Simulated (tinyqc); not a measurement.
# Kinetics of strain relaxation and threading dislocations in mismatched semiconductor layers, step by step

A worked calculation. Computed by tinyqc, a small Python program that keeps every step. Command: `OMP_NUM_THREADS=1 python tinyqc.py 3025326 3025327 out.jsonl threading walk`. One thread of a shared host (Intel(R) Xeon(R) Processor @ 2.30GHz), about 0.01 s of CPU time with the checks. Intermediate numbers are printed to about 6 digits and carried at full precision; extremes and crossings named in words are read from the listed rows.

60-degree dislocations on {111} planes of a (001) layer, isotropic elasticity. The Schmid factor is 1/sqrt(6), and a misfit segment relieves strain with b/2.

Inputs (values chosen for the exercise, modelled on Si(0.7)Ge(0.3) on Si):

| quantity | value | unit |
|---|---|---|
| misfit f | 0.0124 | - |
| shear modulus G | 63.9 | GPa |
| Poisson ratio nu | 0.27 | - |
| Burgers vector b | 3.89 | angstrom |
| glide activation energy Q | 2.06 | eV |
| velocity prefactor v0 | 32000 | m/s per MPa |
| layer thickness h | 85 | nm |
| anneal temperature T | 837 | K |
| anneal time t | 47 | s |
| initial thread density rho_0 | 320000 | 1/cm^2 |
| multiplication constant delta | 15000 | 1/m |
| grading rate (misfit per thickness) R_f | 0.0092 | 1/micrometre |
| growth temperature of the buffer T_g | 931 | K |
| growth rate R_g | 9.6 | nm/s |
| reaction radius r_A | 5.4 | nm |
| final thickness of a thick uniform layer H | 1.8 | micrometre |
| aspect ratio of a trench | 1.4 | - |

Sources: multiplication.

Constants: k_B = 8.617333262e-05 eV/K.

## Excess stress and glide velocity at the start

Excess resolved stress tau = (1/sqrt 6) [2 G (1 + nu)/(1 - nu)] (e - e_eq), e_eq = b (1 - nu/4) [ln(h/b) + 1]/(4 pi (1 + nu) h), the Matthews-Blakeslee strain of an uncapped layer; glide velocity v = v0 tau exp(-Q/(k_B T)), tau in MPa.

equilibrium strain e_eq = 0.00170786

excess stress tau = 970.512 MPa

mobility v/tau = 1.26298e-08 m/s per MPa

initial velocity = 12.2573 micrometre/s

The layer carries 7.3 times its equilibrium strain. In the anneal time a thread would run 580 micrometre at this speed.

## Relaxation in the anneal

Threads run in two directions, so de/dt = -(b/4) rho v, and they multiply as d rho/dt = delta rho v. With x = e - e_eq, x0 = f - e_eq (fully strained at t = 0) and v = m S x (m the mobility, S x = tau): rho = rho_0 + (4 delta/b)(x0 - x), so dx/dt = -k x (a - x), k = delta m S, a = x0 + b rho_0/(4 delta): a logistic law, x = a/[1 + (a/x0 - 1) exp(k a t)]. The half time is that at which x = x0/2.

strain left e = 0.00258807

share of the excess strain relieved = 91.7677 %

thread density = 1.51661e+08 1/cm^2

half time = 33.9207 s

Most of the excess strain is gone. The misfit lines laid down are 0.020 micrometre apart. Caution: blocking of threads by crossing misfit lines, left out here, leaves real layers with more strain.

## Anneal temperature

The formulas are those given above.

After the time t:

| T (K) | first velocity (micrometre/s) | relieved (%) | threads (1/cm^2) | half time (s) |
|---|---|---|---|---|
| 714 | 8.94570e-02 | 1.26307e-02 | 3.40830e+05 | 4.64778e+03 |
| 740 | 2.90067e-01 | 4.40181e-02 | 3.92593e+05 | 1.43338e+03 |
| 772 | 1.10672e+00 | 2.29020e-01 | 6.97694e+05 | 3.75683e+02 |
| 797 | 2.92330e+00 | 1.31576e+00 | 2.48991e+06 | 1.42229e+02 |
| 828 | 8.98612e+00 | 5.24714e+01 | 8.68545e+07 | 4.62688e+01 |
| 848 | 1.77539e+01 | 9.98156e+01 | 1.64933e+08 | 2.34189e+01 |
| 876 | 4.37137e+01 | 1.00000e+02 | 1.65237e+08 | 9.51136e+00 |
| 923 | 1.75432e+02 | 1.00000e+02 | 1.65237e+08 | 2.37002e+00 |

The half time follows exp(Q/(k_B T)), a decade for each 66 K near 828 K. Relief goes from 1.3 % at 797 K to 99.8 % at 848 K: with multiplication the onset is abrupt, after an incubation in which threads breed, and the final density is set by delta, not by rho_0. Caution: rows with more than 50 % relieved leave out blocking by crossing misfit lines, which slows real layers.

## Graded buffer

In steady grading, strain is fed at R_f R_g and relieved at (b/4) rho v. As a glide-limited estimate, the driving stress is taken as the mean stress of the strained top zone, whose depth z solves R_f z/2 = e_eq(z), with strain R_f z at the surface; tau_g = S R_f z/2 is its mean; then rho = 4 R_f R_g/(b m tau_g), m = v0 exp(-Q/(k_B T_g)), S = (1/sqrt 6) 2 G (1 + nu)/(1 - nu), e_eq(z) = b (1 - nu/4) [ln(z/b) + 1]/(4 pi (1 + nu) z).

depth z of the strained zone = 188.390 nm

stress tau_g = 78.6595 MPa

thread density of the buffer = 5.11278e+06 1/cm^2

buffer thickness f/R_f = 1.34783 micrometre

Raising T_g by 50 K would lower this density by a factor 3.7: fast glide lets few threads do the work.

## Thick uniform layer and trapping in a trench

A separate case, a thick relaxed layer. Pair reactions during growth: d rho/dh = -K rho^2 with K = 2 r_A tan(psi) and threads inclined by psi = 45 degrees (the <110> lines of {111} planes), so rho = 1/(K H) for a layer that starts with far more threads than that, as highly mismatched layers do. In a trench along [110] a thread on {111} rises at 54.74 degrees across the width, and leaves through the wall below the height w tan(54.74 degrees) = sqrt(2) w; the share of threads, evenly spread over the floor, that reach the top is max(0, 1 - a/sqrt 2) for the aspect ratio a.

thread density at H = 5.14403e+09 1/cm^2

share that reaches the top = 0.0100505

The trench is too shallow to trap all. Thickness alone needs 9300 micrometre for 1e6 /cm^2. Caution: at this small misfit a layer may start with fewer threads than 1/(K H), which is then only an upper bound.

Checks made by the program: strain against numerical integration (relative difference below 1e-10).
